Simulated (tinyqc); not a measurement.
Worked calculation: k.p values derived from sp3s* tight binding at Gamma. Values are carried at full precision from step to step, so a last printed digit may differ when a step is redone from the rounded ones.

At Gamma the states are two-level mixtures: s-like S+ (upper) and S- (lower) from [[Esa, Vss], [Vss, Esc]], p-like P- (valence) and P+ from [[Epa, Vxx], [Vxx, Epc]], and the bare s* levels. With real k in 1/angstrom and kz = 0, the phase sums over the four bonds are g0 = 1 - (a k/4)^2/2, g1 = i a kx/4, g3 = -(a/4)^2 kx ky to second order. Each mixture is written (anion, cation) with the anion part positive. c = hbar^2/2m0. No spin-orbit coupling.

Constants: hbar^2/2m0 = 3.80998211 eV angstrom^2.

Inputs chosen for the exercise (near a published set for GaAs, fitted to gaps, whose masses and valley positions are rough; the results hold for these values, not for the real material):
- Esa = -8.338 eV (s level of the anion)
- Esc = -2.662 eV (s level of the cation)
- Epa = 1.04 eV (p level of the anion)
- Epc = 3.673 eV (p level of the cation)
- Vss = -6.427 eV (s-s)
- Vxx = 1.952 eV (px-px)
- a = 5.651 angstrom (lattice constant)
- Vsapc = 4.5 eV (s anion, p cation)
- Vscpa = 5.767 eV (s cation, p anion)
- Vxapc = 4.848 eV (s* anion, p cation)
- Vpaxc = 4.807 eV (p anion, s* cation)
- Exa = 8.58 eV (s* level of the anion)
- Exc = 6.742 eV (s* level of the cation)
- Vxy = 5.073 eV (px-py)

## States at Gamma

Solve the two blocks.

States:

| state | E (eV) | anion part | cation part |
|---|---|---|---|
| S- | -12.5257 | 0.83784 | 0.54592 |
| P- | 0.0020 | 0.88294 | -0.46949 |
| S+ | 1.5257 | 0.54592 | -0.83784 |
| P+ | 4.7110 | 0.46949 | 0.88294 |

## Linear terms and the Kane energy

<s state|dH/dkx|x state> = i P with P = (a/4)(sa pc Vsapc + sc pa Vscpa), sa, sc and pa, pc being the parts of the two states; for s* on the anion P = (a/4) pc Vxapc, on the cation (a/4) pa Vpaxc. Ep = P^2/c for S+ to P-.

Couplings:

| pair | P (eV angstrom) | E(first) - E(second) (eV) |
|---|---|---|
| S+ to P- | -7.6565 | 1.5237 |
| S+ to P+ | -0.1405 | -3.1853 |
| S- to P- | 1.4264 | -12.5277 |
| s*a to P- | -3.2156 | 8.5780 |
| s*c to P- | 5.9961 | 6.7400 |

Ep = 15.386 eV

The two terms of S+ to P- have the same sign and add: S+ and P- both change sign from anion to cation. An on-site momentum element between s and p, which real atoms have, is absent from this model.

## Electron mass

m0/m = [<S+|d2H/dkx^2|S+>/2 + sum P^2/(E(S+) - E(P))]/c over P- and P+, with the direct term -(a/4)^2 sa sc Vss.

parts of m0/m: direct -1.540, from P- 10.098, from P+ -0.002

mass = 0.1169 m0

The valence band supplies 118 % of m0/m; the direct term, which stands in for the free-electron 1, is -1.54. Sets of this kind were fitted to gaps and often give too heavy a mass, by up to a factor of two.

## Valence parameters L, M, N and the Luttinger values

Direct terms d0 = -(a/4)^2 pa pc Vxx, dN = -2 (a/4)^2 pa pc Vxy for P-. F = sum P^2/(E(P-) - E(s)) over S+, S-, s*a, s*c. The y state of P- couples to the z state of P+ through Q = (a/4) Vxy (pa p'c - pc p'a), primes for P+, and H1 = Q^2/(E(P-) - E(P+)). L = d0 + F, M = d0 + H1, N = dN + F + H1; g1 = -(L + 2M)/(3c), g2 = -(L - M)/(6c), g3 = -N/(6c).

d0, dN, F, Q, H1 (eV angstrom^2; Q in eV angstrom): 1.6150  8.3943  -44.8514  7.1669  -10.9079

L, M, N (eV angstrom^2): -43.236  -9.293  -47.365

g1, g2, g3: 5.409  1.485  2.072

Along [100] the masses without spin-orbit coupling are c/|L| = 0.088 (one band) and c/|M| = 0.410 (two bands).

## Checks

- Electron mass against a finite difference of the full bands: both 0.1169.
- L and M against finite differences along [100]: largest relative difference 2.3e-05.
- Lowest curvature along [111], (L + 2M + 2N)/3, against a finite difference: -52.184 against -52.183.

Computed by tinyqc, a small Python program: `OMP_NUM_THREADS=1 python tinyqc.py 1482526 1482527 out.jsonl` (the numbers bound the seed that draws the inputs); one thread of a shared host (Intel(R) Xeon(R) Processor @ 2.30GHz), about 0.01 s for the whole set of steps.
